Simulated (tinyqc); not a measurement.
Tight binding, dimerised chain, step by step. Computed by tinyqc, a small Python program that keeps every step. Settings: t1 = 1.87, t2 = 0.34, delta = 0.95, points = 6, cells = 4. Command: `OMP_NUM_THREADS=1 python tinyqc.py 24017 24018 out.jsonl` (the two numbers bound the seeds that draw the settings). One thread of a shared host (Intel(R) Xeon(R) Processor @ 2.60GHz), about 0.01 s of CPU time with the checks.

## Bloch Hamiltonian at k

Parameters chosen for this model:

| parameter | value | unit |
|---|---|---|
| t1 | 1.870000 | eV, inside the cell |
| t2 | 0.340000 | eV, between cells |
| delta | 0.950000 | eV, +/- on the two sites |

k point k (2 pi / a): 0.460000

H_AA = +delta, H_BB = -delta, H_AB = -t1 - t2 exp(-i k a).

H(k) at k (eV):
```
                     A                    B
A             0.950000  -1.540682+0.084555i
B  -1.540682-0.084555i            -0.950000
```

## Levels at k

Diagonalise the Hermitian matrix.

eigenvalues (eV): -1.812002  1.812002

weights |c|^2 of the basis functions:
```
     band 1    band 2
A  0.237859  0.762141
B  0.762141  0.237859
```

## Bloch Hamiltonian at X

k point X (2 pi / a): 0.500000

As before.

H(k) at X (eV):
```
           A          B
A   0.950000  -1.530000
B  -1.530000  -0.950000
```

## Levels at X

As before.

eigenvalues (eV): -1.800944  1.800944

weights |c|^2 of the basis functions:
```
     band 1    band 2
A  0.236249  0.763751
B  0.763751  0.236249
```

## Bands along a path

The same steps at evenly spaced points between the labelled ones.

Bands along the path (eV):

| k | band 1 | band 2 |
|---|---|---|
| G | -2.405535 | 2.405535 |
| G-X 0.20 | -2.354516 | 2.354516 |
| G-X 0.40 | -2.215388 | 2.215388 |
| G-X 0.60 | -2.030284 | 2.030284 |
| G-X 0.80 | -1.867151 | 1.867151 |
| X | -1.800944 | 1.800944 |

With 1 band(s) filled, the highest filled level on these points lies at X and the lowest empty one at X: a gap of 3.6019 eV, direct.

## Berry (Zak) phase of the lower band

On 6 points k_j = j/N: phase = -Im ln of the product of <u_j|u_(j+1)>, closed with u_N = u_0 (the cell-periodic part is taken without the site positions). Single arguments depend on the phases chosen for the u_j; only their sum modulo 2 pi does not.

Overlaps:

| j | \|<u_j\|u_j+1>\| | argument (rad) |
|---|---|---|
| 0 | 0.997774 | -0.042473 |
| 1 | 0.999283 | -0.007728 |
| 2 | 0.996924 | 0.042345 |
| 3 | 0.996924 | 0.042345 |
| 4 | 0.999283 | -0.007728 |
| 5 | 0.997774 | -0.042473 |

phase / pi, folded into (-1, 1] = 0.005002

## Open chain of 4 cells

H of the open chain (eV):
```
           1          2          3          4          5          6          7          8
1   0.950000  -1.870000   0.000000   0.000000   0.000000   0.000000   0.000000   0.000000
2  -1.870000  -0.950000  -0.340000   0.000000   0.000000   0.000000   0.000000   0.000000
3   0.000000  -0.340000   0.950000  -1.870000   0.000000   0.000000   0.000000   0.000000
4   0.000000   0.000000  -1.870000  -0.950000  -0.340000   0.000000   0.000000   0.000000
5   0.000000   0.000000   0.000000  -0.340000   0.950000  -1.870000   0.000000   0.000000
6   0.000000   0.000000   0.000000   0.000000  -1.870000  -0.950000  -0.340000   0.000000
7   0.000000   0.000000   0.000000   0.000000   0.000000  -0.340000   0.950000  -1.870000
8   0.000000   0.000000   0.000000   0.000000   0.000000   0.000000  -1.870000  -0.950000
```

The same hoppings without the wrap-around bond.

levels (eV): -2.351444  -2.206328  -2.019589  -1.862388  1.862388  2.019589  2.206328  2.351444

weights of the highest filled level on the sites: 0.041761  0.094458  0.089525  0.255908  0.083021  0.275957  0.030644  0.128726

The bulk gap runs from -1.8009 to 1.8009 eV; no level of this chain lies inside it.
